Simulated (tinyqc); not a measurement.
What each change does: conductance of a narrow metal strip with scatterers (square lattice, Green functions).

A strip of W sites across with hard walls, site energy 0 and hopping -t. Mode n = 1 to W has profile chi_n(j) = sqrt(2/(W + 1)) sin(n j pi/(W + 1)) and energy en = -2t cos(n pi/(W + 1)); E = en - 2t cos(kn a). With z_n = exp(i kn a) (Im k > 0 for closed modes, |z| < 1) each lead gives the self-energy -t z_n in mode n. One column carries the site energies v, here one foreign atom. In the mode basis V_nm = sum_j chi_n(j) v_j chi_m(j), G = (E - en + 2 t z_n - V)^-1, and t_nm = 2t sqrt(sin(kn a) sin(km a)) G_nm in size for open modes. T = sum |t_nm|^2, conductance (2e^2/h) T.

Constants: e^2/h = 3.874045865e-05 S.

Inputs chosen for the exercise (hopping and spacing of the size met in Cu or Al; the lattice is a model; the results hold for these values, not for the real material): t = 0.98 eV (hopping); W = 5 (sites across); E = -2.28 eV (Fermi energy); v = (0, 0, 1.9, 0, 0) eV (site energies in the scattering column).

Open modes M, T and the added resistance (1/T - 1/M)/(2 e^2/h).

One parameter was then changed.

Results before and after:

| case | M | T | added resistance (ohm) |
|---|---|---|---|
| base | 2 | 1.9630 | 122 |
| changed | 2 | 1.9692 | 101 |

Which of these changes was made? (a) t = 1.019 eV; (b) v = (0, 0, 2.47, 0, 0) eV; (c) E = -2.2 eV.
Answer: (a) t = 1.019 eV. Of the candidates, run in turn, only this one gives the changed row.

All candidates:

| case | M | T | added resistance (ohm) |
|---|---|---|---|
| base | 2 | 1.9630 | 122 |
| t = 1.019 eV | 2 | 1.9692 | 101 |
| E = -2.2 eV | 2 | 1.9674 | 107 |
| v = (0, 0, 2.47, 0, 0) eV | 2 | 1.9513 | 161 |

Program tinyqc; command `OMP_NUM_THREADS=1 python tinyqc.py 1452533 1452534 out.jsonl`; about 0.01 s on one thread of a shared Intel(R) Xeon(R) Processor @ 2.30GHz.
